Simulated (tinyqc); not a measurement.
Comparisons within one model: pair of shallow donors (hydrogen-like orbitals). A value that a table varies takes the place of the one given here.

Each donor has the orbital exp(-r/a); energy unit Ha* = q/(eps a), q = e^2/(4 pi eps0), so that a lone donor is bound by Ha*/2; x = R/a. One electron: S = (1 + x + x^2/3) exp(-x), j = 1/x - (1 + 1/x) exp(-2x), k = (1 + x) exp(-x); levels E(+/-) = -1/2 - (j +/- k)/(1 +/- S) in Ha*, without the repulsion of the ions, split by D = |E(-) - E(+)|. In six valleys the overlaps S and k are multiplied by v = [cos(K Rx) + cos(K Ry) + cos(K Rz)]/3, K = k0 (2 pi/a_lat), for isotropic envelopes and the symmetric valley state.

Two electrons, Heitler-London: with S' = (1 - x + x^2/3) exp(x), C = 1/x - exp(-2x)(1/x + 11/8 + 3x/4 + x^2/6), X = (1/5){exp(-2x)(25/8 - 23x/4 - 3x^2 - x^3/3) + (6/x)[S^2 (0.5772157 + ln x) + S'^2 Ei(-4x) - 2 S S' Ei(-2x)]}, Q = C - 2j + 1/x and A = X - 2 S k + S^2/x, the singlet and triplet lie at (Q +/- w A)/(1 +/- w S^2) from two lone donors, with the valley weight w = v^2; the exchange is J = triplet - singlet.

Constants: e^2/(4 pi eps0) = 14.39964547 eV angstrom.

Values chosen for the exercise (near those of two donors in Si; not measured data): a = 19.9 angstrom (orbital radius); eps = 11.5 (dielectric constant); a_lat = 5.431 angstrom (lattice constant); k0 = 0.849 2 pi/a_lat (valley position); sites = ((7.5, 7.5, 0), (8, 8, 0), (8.5, 8.5, 0), (9, 9, 0), (9.5, 9.5, 0), (10, 10, 0), (10.5, 10.5, 0), (11, 11, 0), (11.5, 11.5, 0), (12, 12, 0)) a_lat (positions of the second donor); Ns = (0.022, 0.054, 0.13, 0.33, 0.76, 1.6, 3.3) x 1e18/cm^3 (donor densities); n = (8, 3, 0) a_lat (separation vector).

## Lattice sites along [110]

D and J for each site, and for v = 1.

Results:

| site | R (angstrom) | v | D (meV) | J (micro-eV) | J for v = 1 |
|---|---|---|---|---|---|
| (7.5, 7.5, 0) | 57.6 | -0.115 | 1.30 | 74.3 | 5.69e+03 |
| (8, 8, 0) | 61.4 | 0.507 | 5.26 | 1.13e+03 | 4.45e+03 |
| (8.5, 8.5, 0) | 65.3 | 0.473 | 4.33 | 764 | 3.45e+03 |
| (9, 9, 0) | 69.1 | -0.088 | 0.703 | 20.6 | 2.65e+03 |
| (9.5, 9.5, 0) | 73.0 | 0.944 | 6.96 | 1.81e+03 | 2.03e+03 |
| (10, 10, 0) | 76.8 | -0.332 | 2.05 | 170 | 1.55e+03 |
| (10.5, 10.5, 0) | 80.6 | 0.906 | 5.01 | 960 | 1.17e+03 |
| (11, 11, 0) | 84.5 | -0.020 | 0.0953 | 0.364 | 882 |
| (11.5, 11.5, 0) | 88.3 | 0.390 | 1.59 | 100 | 661 |
| (12, 12, 0) | 92.2 | 0.587 | 2.08 | 170 | 494 |

What does this show, and why?

Over these sites the envelope alone changes J by a factor 11.5, and the valley factor v^2 by 2.16e+03; J runs from 0.364 at (11, 11, 0) to 1.81e+03 micro-eV at (9.5, 9.5, 0). Along [110] only two valleys keep their phase, so v = (1 + 2 cos)/3 can pass through zero. J does not fall steadily with distance.

## From lone donors to an impurity band (impurity band of shallow donors (Hubbard estimate))

Donors on a simple cubic lattice of spacing R = N^(-1/3) (1/angstrom^3 = 1e24/cm^3), Ha* = q/(eps a), q = e^2/(4 pi eps0), x = R/a. Hopping t = Ha* (1 + x) exp(-x), band width B = 12 t, on-site repulsion U = (5/8) Ha*; the gap closes near B/U = 1.15. Valley factors and disorder are left out.

Results:

| N (1e18/cm^3) | R (angstrom) | N^(1/3) a | t (meV) | B (meV) | B/U |
|---|---|---|---|---|---|
| 0.022 | 356.9 | 0.056 | 1.94e-05 | 0.000233 | 5.92e-06 |
| 0.054 | 264.6 | 0.075 | 0.00151 | 0.0182 | 0.000462 |
| 0.13 | 197.4 | 0.101 | 0.0338 | 0.406 | 0.0103 |
| 0.33 | 144.7 | 0.138 | 0.362 | 4.34 | 0.110 |
| 0.76 | 109.6 | 0.182 | 1.66 | 19.9 | 0.507 |
| 1.6 | 85.5 | 0.233 | 4.54 | 54.5 | 1.38 |
| 3.3 | 67.2 | 0.296 | 9.42 | 113 | 2.87 |

What can be read from the table?

B/U passes 1.15 between 0.76 and 1.6 x 1e18/cm^3; the root is x = 4.52, N^(1/3) a = 0.221, N = 1.4 x 1e18/cm^3, below the 2.2 that the empirical rule N^(1/3) a = 0.26 gives; the estimate is rough, since random positions, the overlap of the orbitals and screening are left out. While N grows by 150 times, t grows by 4.86e+05 times.

## What each parameter does

x, D = |E(-) - E(+)| and J. Each row changes one parameter from the base and keeps the others.

Results:

| case | x | D (meV) | J (micro-eV) |
|---|---|---|---|
| base | 2.332 | 1.484 | 108 |
| a = 17.9 angstrom | 2.592 | 1.476 | 90.9 |
| eps = 12.7 | 2.332 | 1.344 | 97.8 |
| k0 = 0.829 2 pi/a_lat | 2.332 | 3.313 | 527 |
| n = (9, 3, 0) a_lat | 2.589 | 2.590 | 308 |

What does this show?

The largest shifts from the base row, up to three for each result and ties (the steps differ in size, so this ranks the rows, not the parameters). x: a +0.261, n +0.257; unchanged at the printed digits by eps and k0. D (meV): k0 +1.83, n +1.11, eps -0.140. J (micro-eV): k0 +419, n +200, a -17.1.

Run: tinyqc, `OMP_NUM_THREADS=1 python tinyqc.py 1251418 1251419 out.jsonl`; Intel(R) Xeon(R) Processor @ 2.30GHz, one thread, shared host; about 0.01 s of CPU time with all checks.
